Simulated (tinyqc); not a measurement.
Monte Carlo simulation of one carrier in a uniform electric field: one step, computed by the program tinyqc.

The force e F acts along +z. Flights end at the constant total rate Gamma; the part of Gamma that the real rates do not fill is self-scattering, which leaves k unchanged. One valley, no impurities; equivalent final valleys enter only through Z_f in the optical rate.

Problem. Flight 2. Kane band: hbar^2 k^2/(2 m) = E (1 + alpha E), speed v = hbar k/(m (1 + 2 alpha E)), states per spin, volume and energy g(E) = m k (1 + 2 alpha E)/(2 pi^2 hbar^2); overlap factors are set to 1. Masses are multiplied by m_0 and all formulas are in SI units. Flight: t = -ln(r1)/Gamma; k_z grows by e F t/hbar; E follows from the band; dz = (E_end - E_start)/(e F). Use row 2 of the random numbers.

Inputs (values chosen for the exercise, for a model non-polar semiconductor):
```
quantity                value   unit
effective mass m        0.581    m_0
non-parabolicity alpha   0.73   1/eV
lattice temperature T     300      K
electric field F          6.9  kV/cm
```

Crystal: non-polar. Band: Kane.

k after event 1, the start of the next flight (1/nm): 0.1500000  -0.2700000  0.3067457

Random numbers (0.02 to 0.98, from up to 60 sets tried for early real events), one row a flight:
```
       r1      r2      r3      r4
1  0.5539  0.3587  0.2128  0.0764
2  0.7956  0.0244  0.5727  0.9281
3  0.0780  0.8668  0.5262  0.0429
4  0.6640  0.1652  0.0545  0.6068
5  0.9749  0.7626  0.7734  0.8168
6  0.9164  0.7230  0.5960  0.2114
7  0.3354  0.2281  0.1156  0.1026
```

Gamma = 16.85373 1e12/s

Constants: e = 1.602176634e-19 C; hbar = 1.054571817e-34 J s; m_0 = 9.1093837015e-31 kg.

Give: flight time t; k at the end of the flight; energy at the end; displacement dz.

Solution.

flight time t = 13.567 fs

k at the end of the flight (1/nm): 0.15000  -0.27000  0.32097

energy at the end = 12.890 meV

displacement dz = 0.83314 nm
